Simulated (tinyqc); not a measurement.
# Ballistic Schottky-barrier transistor with a one-dimensional channel, WKB contacts: what changes with what

Source Fermi level 0, drain Fermi level -Vd. Far from the contacts Ec = pn - psi, and the gate moves psi one to one; the band edges relax as exp(-x/lam) from pn at the source and pn - Vd at the drain; Ev = Ec - Eg. A carrier of energy w inside the channel band meets at a contact a barrier of height D (the contact edge beyond the channel edge): T = 1 for w >= D, else exp(-S), S = 4 lam sqrt(m/C) [sqrt(D - w) - sqrt(w) arctan sqrt((D - w)/w)], C = hbar^2/(2 m0). The two contacts combine as Ts Td/(Ts + Td - Ts Td).

Inputs (values chosen for the exercise); channel values close to those of a silicon nanowire with silicide contacts:
- T = 350 K (temperature)
- Eg = 1.12 eV (band gap)
- pn = 0.63 eV (barrier for electrons at both contacts)
- mn = 0.21 m0 (electron mass)
- mp = 0.25 m0 (hole mass)
- g = 2 (valleys or subbands)
- lam = 1.3 nm (screening length at the contacts)
- Vd = 0.1 V (drain bias)

Constants: q = 1.602176634e-19 C, kB = 1.380649e-23 J/K, hbar = 1.054571817e-34 J s, h = 6.62607015e-34 J s, m0 = 9.1093837015e-31 kg, Vt = kB T/q, hbar^2/(2 m0) = 0.0380998212 eV nm^2. Results are converted to the units shown.

Each table varies one quantity; the others keep the values above.

## Effect of the drain bias on the off state

I = g (2 q^2/h) int T(w) [f(Es + w) - f(Ed + w)] dw, f(y) = 1/(1 + exp(y/Vt)). Electrons: Ds = psi, Dd = psi - Vd, Es = Ec, Ed = Ec + Vd. Holes: Ds = -psi, Dd = Vd - psi, Es = -Ev, Ed = -Ev - Vd. The size of each current is taken; both flow from drain to source and add. The integrals are converged. For each Vd, psi is set to the minimum of I.

Effect of the drain bias on the off state:
```
Vd (V)	psi at the minimum (V)	smallest I (uA)
0.05	0.127	7.08e-8
0.21	0.218	7.71e-7
0.37	0.285	4.64e-6
0.53	0.359	2.72e-5
0.68	0.430	1.53e-4
0.84	0.507	0.00104
1	0.585	0.00726
```

The smallest current rises from 7.08e-8 to 0.00726 uA, 5.29 decades a volt between the last two rows, and the minimum moves by 0.48 V a volt over the table: a larger Vd lets holes enter from the drain while electrons still enter from the source.

## Ambipolar transfer curve

Same model as above.

Swing = d(psi)/d(log10 I).

Results:
```
ps (V)	electrons (uA)	holes (uA)	I (uA)	swing (mV/decade)
-0.39	9.252e-15	0.01465	0.01465	-108.9
-0.29	2.548e-13	0.001526	0.001526	-100.2
-0.18	9.775e-12	1.305e-4	1.305e-4	-106.8
0.03	7.804e-9	1.784e-6	1.792e-6	-116.3
0.14	7.761e-8	1.052e-7	1.828e-7	-224.2
0.25	7.894e-7	2.742e-9	7.921e-7	106.6
0.35	7.554e-6	9.956e-11	7.555e-6	98.68
0.46	1.058e-4	2.595e-12	1.058e-4	93.74
0.57	0.001628	6.764e-14	0.001628	92.96
0.67	0.01581	2.456e-15	0.01581	119.1
0.78	0.08116	6.402e-17	0.08116	207.8
```

Estimate the missing row, ps = -0.07 V.

Computed row:
```
ps (V)	electrons (uA)	holes (uA)	I (uA)	swing (mV/decade)
-0.07	3.750e-10	1.331e-5	1.331e-5	-114.4
```

With this row back in the table: I goes from 0.0146 through a minimum of 1.83e-7 (at ps = 0.14 V among the rows listed) to 0.0812 uA; the exact minimum lies at psi = 0.154 V. Holes carry the left branch and electrons the right. The ratio of the last row to the smallest is 4.44e5 and of the first row 80100, with barriers of 0.63 eV for electrons and 0.490 eV for holes. The steepest swing among the rows is 93.0 mV/decade, against the thermionic limit 69.4.

Range of the model: No scattering, image-force lowering, channel charge or band-to-band tunnelling; parabolic kappa overstates S deep in the gap.

Computed by the program tinyqc: `OMP_NUM_THREADS=1 python tinyqc.py 2390133 2390134 out.jsonl`, one thread of a shared Intel Xeon 2.30GHz, about 0.07 s for the whole run.
